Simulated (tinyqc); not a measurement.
# Ferroelectric switching by domains, Kolmogorov-Avrami-Ishibashi kinetics with Merz's law: effect of the pulse voltage

A film poled to -Ps gets a pulse V of length t. Field E = V/d, characteristic time tau = t0 exp(Ea/E). The switched share is f = 1 - exp(-(t/tau)^m). P = Ps (2 f - 1).

t10, t50 and t90 are the pulse lengths for f = 0.1, 0.5 and 0.9; f is taken at tp.

Values chosen for this exercise:

| symbol | value | unit | meaning |
|---|---|---|---|
| t0 | 0.94 | ns | time prefactor |
| Ea | 4600 | kV/cm | activation field |
| d | 15 | nm | film thickness |
| m | 2 |  | Avrami exponent |
| tp | 42 | ns | pulse length |

Result of one run:
```
V (V)  tau (ns)  t10 (ns)  t50 (ns)  t90 (ns)  f at tp
1.2       295.3     95.86     245.9     448.2  0.02002
```

What becomes of these results when the pulse voltage V is changed from 1.2 to 1.7 V, all else the same?

Result of the changed run:
```
V (V)  tau (ns)  t10 (ns)  t50 (ns)  t90 (ns)  f at tp
1.7       54.43     17.67     45.32     82.60   0.4486
```

The whole series:
```
V (V)  tau (ns)  t10 (ns)  t50 (ns)  t90 (ns)   f at tp
0.8        5235      1699      4358      7944  6.436e-5
0.96       1243     403.6      1035      1887  0.001140
1.2       295.3     95.86     245.9     448.2   0.02002
1.4       129.9     42.16     108.1     197.1   0.09927
1.7       54.43     17.67     45.32     82.60    0.4486
2         29.61     9.611     24.65     44.93    0.8663
2.4       16.66     5.408     13.87     25.28    0.9983
2.9       10.15     3.294     8.450     15.40     1.000
```

As V goes from 0.8 to 2.9 V, t50 falls from 4360 to 8.45 ns and f at tp rises from 6.44e-5 to 1.00; t90/t10 stays at 4.67, since only tau changes. At half the voltage of the last row tau would be 10.8 times longer.

Computed by the program tinyqc: `OMP_NUM_THREADS=1 python tinyqc.py 2860040 2860041 out.jsonl`, one thread of a shared Intel Xeon 2.30GHz, about 0.01 s for the whole run.
